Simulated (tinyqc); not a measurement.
Schottky emission and Poole-Frenkel conduction in an insulator, and how to tell them apart: one step of the calculation.

Schottky emission (electrode-limited): J = As T^2 exp[-(pb - b sqrt(F))/Vt], b = sqrt(q/(4 pi eps0 ei)). Poole-Frenkel emission (bulk-limited): J = s0 F exp[-(pt - 2 b sqrt(F))/Vt]. F in V/cm.

Task. Both currents at one field. Lowerings b sqrt(F) and 2 b sqrt(F); the image-force maximum lies at sqrt(q/(16 pi eps0 ei F)) from the electrode.

Inputs (values chosen for the exercise); dielectric values close to those of silicon nitride:
- T = 300 K (temperature)
- ei = 4.15 (high-frequency relative permittivity)
- pt = 0.98 eV (trap depth)
- s0 = 1.2 S/cm (Poole-Frenkel prefactor)
- pb = 1.48 eV (electrode barrier)
- As = 24 A/(cm^2 K^2) (Richardson constant)
- F = 2.5 MV/cm (field)

Constants: q = 1.602176634e-19 C, kB = 1.380649e-23 J/K, Vt = kB T/q, eps0 = 8.8541878128e-14 F/cm where lengths are in cm. Results are converted to the units shown.

Find: Schottky lowering; position of the barrier top; Poole-Frenkel lowering; J, Schottky; J, Poole-Frenkel.

Result.

Schottky lowering = 294.5 meV
position of the barrier top = 0.5890 nm
Poole-Frenkel lowering = 589.0 meV
J, Schottky = 2.626e-14 A/cm^2
J, Poole-Frenkel = 0.8118 A/cm^2

Injection and bulk transport act in series, so the smaller capacity limits the current: here the electrode, by a factor of 3.09e13.

Range of the model: At the field F a Fowler-Nordheim estimate for tunnelling through pb (mass 0.4 m0) gives 5.0e-7 A/cm^2, more than Schottky emission.

Program tinyqc, `OMP_NUM_THREADS=1 python tinyqc.py 2370134 2370135 out.jsonl`; Intel Xeon 2.30GHz, shared host, one thread, about 0.01 s.
